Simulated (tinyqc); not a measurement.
## Mass and degeneracy from charge and saturation current

Question. At high drain voltage only states moving towards the drain are filled: n = (N0/2) F_0(eta), N0 = gv m kB T/(pi hbar^2), F_0(x) = ln(1 + exp x), and I = q (N0/2) vT F_(1/2)(eta) per width, vT = sqrt(2 kB T/(pi m)), F_(1/2)(x) = (2/sqrt(pi)) int_0^infinity u^(1/2)/(1 + exp(u - x)) du. Find eta and m.

Inputs (values chosen for the exercise): temperature T = 150 K; valley degeneracy gv = 1.

Constants: q = 1.602176634e-19 C, kB = 1.380649e-23 J/K, hbar = 1.054571817e-34 J s, m0 = 9.1093837015e-31 kg. Results are converted to the units shown.

n = 1.6411516e12 cm^-2
I = 872.53056 uA/um

Answer. The mass drops out of I^2/(q^2 n) = gv (kB T)^2 F_(1/2)^2/(pi^2 hbar^2 F_0), which rises with eta and so fixes it; n then gives m.

eta = 8.90
m = 0.0683 m0

tinyqc, about 0.01 s, one thread, Intel Xeon 2.30GHz (shared host): `OMP_NUM_THREADS=1 python tinyqc.py 2400171 2400172 out.jsonl`
